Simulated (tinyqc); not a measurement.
# Floating body of a partially depleted SOI transistor: body voltage and kink: two studies

Source at 0 V. Channel current Ic = 2 nf K Vt^2 [F(0) - F(Vd)](1 + la Vd), F(V) = ln^2(1 + exp((Vg - VT - nf V)/(2 nf Vt))), VT = VT0 - gb Vb. Saturation voltage Vs = 2 Vt sqrt(F(0)) + 3 Vt, excess Ve = (Vd - Vs + sqrt((Vd - Vs)^2 + 0.0004 V^2))/2, multiplication M1 = Ai Ve exp(-Bl/Ve). Each junction passes D(v) = J1 (exp(v/Vt) - 1) + J2 (exp(v/(2 Vt)) - 1). Bipolar current Ib = bb J1 (exp(Vb/Vt) - 1). The body settles where M1 (Ic + Ib) = D(Vb) + D(Vb - Vd) + Vb/Rb; drain current Id = (1 + M1)(Ic + Ib) - D(Vb - Vd).

Inputs (values chosen for the exercise); values of the order met in partially depleted silicon-on-insulator transistors:
```
symbol    value         unit                                                                                            meaning
T           358            K                                                                                        temperature
VT0        0.32            V                                                                     threshold at zero body voltage
gb         0.23                                                                  fall of the threshold per volt of body voltage
nf         1.42                                                                                                    slope factor
K           120  uA/(V^2 um)                                                                              gain factor per width
la         0.05          1/V                                                                   channel-length modulation factor
Ai         3.05          1/V                                                                        impact-ionisation prefactor
Bl          5.5            V                                                                          impact-ionisation voltage
J1      9.5e-12        uA/um                                                      diffusion saturation current of each junction
J2       3.8e-7        uA/um                                                  recombination saturation current of each junction
bb            1                                                 gain of the lateral bipolar transistor on the diffusion current
Rb          2e5      kohm um  resistance of a weak body tie to the source (1e9 stands for no tie, and the term is then dropped)
Vg         0.54            V                                                                                       gate voltage
Vd          1.6            V                                                                                      drain voltage
```

Constants: q = 1.602176634e-19 C, kB = 1.380649e-23 J/K, Vt = kB T/q. Results are converted to the units shown.

Each table varies one quantity; the others keep the values above.

## Output curve and kink

Rows with more than one solution for Vb (latch) are left out; dId/dVd by a forward difference over 1e-4 V, swing = 1e-4 V over the change of log10 Id; M1 under 1e-12 is printed as 0.

Output curve and kink:
```
Vd (V)	Vb (V)	M1	Id, floating (uA/um)	Id, grounded (uA/um)	ratio	dId/dVd, floating (uS/um)	dId/dVd, grounded (uS/um)
0.84	0.06625	1.297e-4	2.558	2.266	1.129	5.309	0.1149
1	0.4557	6.148e-4	4.745	2.286	2.076	14.55	0.1461
1.16	0.6191	0.002816	5.937	2.315	2.565	4.344	0.2252
1.32	0.6800	0.009626	6.519	2.361	2.761	3.299	0.3627
1.48	0.7182	0.02458	7.063	2.434	2.901	3.647	0.5558
1.64	0.7463	0.05119	7.729	2.542	3.041	4.813	0.7942
1.8	0.7687	0.09236	8.646	2.690	3.214	6.803	1.066
```

Read the table: what changes, and by how much?

Vb rises from 0.0663 to 0.769 V and the ratio of the currents rises from 1.13 to 3.21. The output conductance with a floating body exceeds the grounded value by the largest factor among the rows, 99.6, at Vd = 1 V, where Vb = 0.456 V and M1 = 6.15e-4.

## Transfer curve and swing

Same model as above.

Transfer curve and swing:
```
Vg (V)	Vb (V)	M1	Id, floating (uA/um)	Id, grounded (uA/um)	ratio	swing, floating (mV/decade)	swing, grounded (mV/decade)
-0.13	3.640e-4	0.1196	1.389e-5	1.386e-5	1.002	103.9	104.0
-0.03	0.002896	0.1193	1.329e-4	1.309e-4	1.015	100.6	102.1
0.07	0.03044	0.1183	0.001438	0.001231	1.168	88.03	103.8
0.17	0.6167	0.1055	0.1675	0.01076	15.56	107.3	109.7
0.27	0.6862	0.08874	0.8906	0.07801	11.42	177.5	125.7
0.37	0.7177	0.07029	2.542	0.3991	6.371	272.3	162.4
0.47	0.7338	0.05345	5.169	1.336	3.868	385.6	227.2
0.57	0.7416	0.03933	8.690	3.156	2.753	507.2	317.1
0.67	0.7443	0.02797	13.05	5.917	2.205	630.8	422.7
```

Vb rises from 3.64e-4 to 0.744 V. The smallest swing among the rows is 88.0 mV a decade with a floating body (at Vg = 0.07 V) and 102 with a grounded one; Vt ln 10 = 71.0. The floating swing is smaller by more than 3 % for Vg = 0.07 V, where the rising Vb lowers the threshold as Vg rises. In the first row the floating body raises the current by a factor of 1.00.

Range of the model: The multiplication law is an empirical form chosen for the exercise; self-heating and capacitive coupling to the body are left out, and the linear laws are rough once Vb passes about 0.7 V or M1 about 0.1.

tinyqc, about 0.2 s, one thread, Intel Xeon 2.30GHz (shared host): `OMP_NUM_THREADS=1 python tinyqc.py 2182146 2182147 out.jsonl`
